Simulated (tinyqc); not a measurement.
Worked calculation: plane-wave Kohn-Sham cycle with exchange-only LDA in a layered model solid. One step of it, computed by the program tinyqc.

Task: Iteration 1: levels at that k. Diagonalise the Hermitian matrix.

H (hartree), order -2, -1, +0, +1, +2:
$$\begin{pmatrix}
1.167532 & -0.315000 & -0.100000 & 0.000000 & 0.000000 \\
-0.315000 & 0.086129 & -0.315000 & -0.100000 & 0.000000 \\
-0.100000 & -0.315000 & -0.274338 & -0.315000 & -0.100000 \\
0.000000 & -0.100000 & -0.315000 & 0.086129 & -0.315000 \\
0.000000 & 0.000000 & -0.100000 & -0.315000 & 1.167532
\end{pmatrix}$$

Give: eigenvalues.

Result:

eigenvalues (hartree): [-0.659, 0.094, 0.291, 1.247, 1.260]
